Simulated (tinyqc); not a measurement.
Deep-level transient spectroscopy: two steps of the calculation.

Schottky contact on an n-type layer with shallow donors Nd (all ionised) and a donor-like deep trap, neutral when filled and positive when empty; depletion approximation. Traps within lam of the depletion edge stay filled. A long pulse to Vp fills the traps beyond x1 = Wp - lam; back at Vr those between x1 and x2 = Wr - lam emit. A rate window reads S = C(t2) - C(t1).

Values chosen for this exercise; material values close to those of indium phosphide:
- eps_r = 12.4 (relative permittivity)
- Nc = 5.78e17 cm^-3 (conduction-band density of states at 300 K)
- vth = 4.2e7 cm/s (thermal velocity at 300 K)
- Nd = 4.2e15 cm^-3 (shallow donor density)
- Et = 0.35 eV (depth of the trap below the conduction edge)
- sn = 2.8e-15 cm^2 (capture cross-section)
- Nt = 2.4e13 cm^-3 (trap density)
- t1 = 1 ms (first sampling time)
- t2 = 4 ms (second sampling time)
- T = 217 K (temperature of the transient)

Constants: q = 1.602176634e-19 C, kB = 1.380649e-23 J/K, eps0 = 8.8541878128e-14 F/cm where lengths are in cm. Results are converted to the units shown.

Question 1. Emission rate and rate window. Emission rate en = sn vth(T) Nc(T) exp(-Et/kB T) = sn g T^2 exp(-Et/kB T), g = vth Nc/(300 K)^2, as vth goes as T^0.5 and Nc as T^1.5 (degeneracy factor 1). For an exponential transient S peaks where en = ew = ln(t2/t1)/(t2 - t1).

Wanted: g; en; 1/en; ew.

Answer 1.

g = 2.697e20 cm^-2 s^-1 K^-2
en = 264.4 1/s
1/en = 3.781 ms
ew = 462.1 1/s

Question 2. The transient. W(t)^2 = Wr^2 + (Nt/Nd)(x2^2 - x1^2) exp(-en t), C = eps0 eps_r/W; for small Nt, dC/C = -(Nt/2 Nd) G exp(-en t) with G = (x2^2 - x1^2)/Wr^2. S = C(t2) - C(t1).

```
sample,t (ms)
0,0
1,0.5
2,1
3,2.5
4,4
5,8
6,20
```

en = 264.44638 1/s
Wr = 874.60177 nm
G = (x2^2 - x1^2)/Wr^2 = 0.36903689

Find: C; C - C(final); S.

Answer 2.

```
sample,C (nF/cm^2),C - C(final) (pF/cm^2)
0,12.54,-13.22
1,12.54,-11.58
2,12.54,-10.15
3,12.55,-6.83
4,12.55,-4.59
5,12.55,-1.60
6,12.55,-0.07
```

S = 5.555 pF/cm^2

Numbers from tinyqc (`OMP_NUM_THREADS=1 python tinyqc.py 2050138 2050139 out.jsonl`; about 0.01 s on one thread of a shared Intel Xeon 2.30GHz).
